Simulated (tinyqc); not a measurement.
# Area and perimeter leakage from two diodes

Question. A square diode and a finger diode leak I = JA area + JP perimeter. Find JA, JP and the side of the square at which both parts are equal.

areas (um^2): 90000  256000
perimeters (um): 1200  52480
leakage currents (pA): 2.1672000  10.138880

Solution. Two linear equations give JA and JP; for a square of side a, JA a^2 = 4 JP a at a = 4 JP/JA.

JA = 2.300e-9 A/cm^2
JP = 8.100e-13 A/cm
side for equal parts = 14.09 um

tinyqc, about 0.01 s, one thread, Intel Xeon 2.30GHz (shared host): `OMP_NUM_THREADS=1 python tinyqc.py 2290108 2290109 out.jsonl`
